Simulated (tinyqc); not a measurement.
Empty-lattice bands from Gamma to P: Brillouin zone and empty-lattice bands of the bcc structure.

Primitive vectors a (-1/2,1/2,1/2), a (1/2,-1/2,1/2), a (1/2,1/2,-1/2); one atom. Reciprocal vectors obey a_i.b_j = 2 pi delta_ij; k is given in units of 2 pi/a. Empty-lattice levels are c0 (2 pi/a)^2 |k + G|^2, c0 = hbar^2/2m0. Points: H = (1, 0, 0), N = (0.5, 0.5, 0), P = (0.5, 0.5, 0.5).

Constants: hbar^2/2m0 = 3.80998211 eV angstrom^2.

Inputs chosen for the exercise (out of a larger set: lattice near that of W; not measured data): a = 3.171 angstrom (lattice constant).

k = f x P; the eight lowest levels, degenerate ones repeated.

Levels (eV):

| f | 1 | 2 | 3 | 4 | 5 | 6 | 7 | 8 |
|---|---|---|---|---|---|---|---|---|
| 0.000 | 0.00 | 29.92 | 29.92 | 29.92 | 29.92 | 29.92 | 29.92 | 29.92 |
| 0.167 | 0.31 | 25.24 | 25.24 | 25.24 | 30.23 | 30.23 | 30.23 | 30.23 |
| 0.333 | 1.25 | 21.19 | 21.19 | 21.19 | 31.16 | 31.16 | 31.16 | 31.16 |
| 0.500 | 2.80 | 17.76 | 17.76 | 17.76 | 32.72 | 32.72 | 32.72 | 32.72 |
| 0.667 | 4.99 | 14.96 | 14.96 | 14.96 | 34.90 | 34.90 | 34.90 | 34.90 |
| 0.833 | 7.79 | 12.78 | 12.78 | 12.78 | 37.71 | 37.71 | 37.71 | 37.71 |
| 1.000 | 11.22 | 11.22 | 11.22 | 11.22 | 41.14 | 41.14 | 41.14 | 41.14 |

Band 1 is the parabola f^2 x 11.22 eV. The next levels start from the first shell of G at 29.92 eV; a branch falls at first if its G has a component against k, and branches cross. The second level ends at 11.22 eV and meets band 1 at the zone surface.

(tinyqc, `OMP_NUM_THREADS=1 python tinyqc.py 1881143 1881144 out.jsonl`, Intel(R) Xeon(R) Processor @ 2.30GHz, 1 thread, shared host, about 0.01 s.)
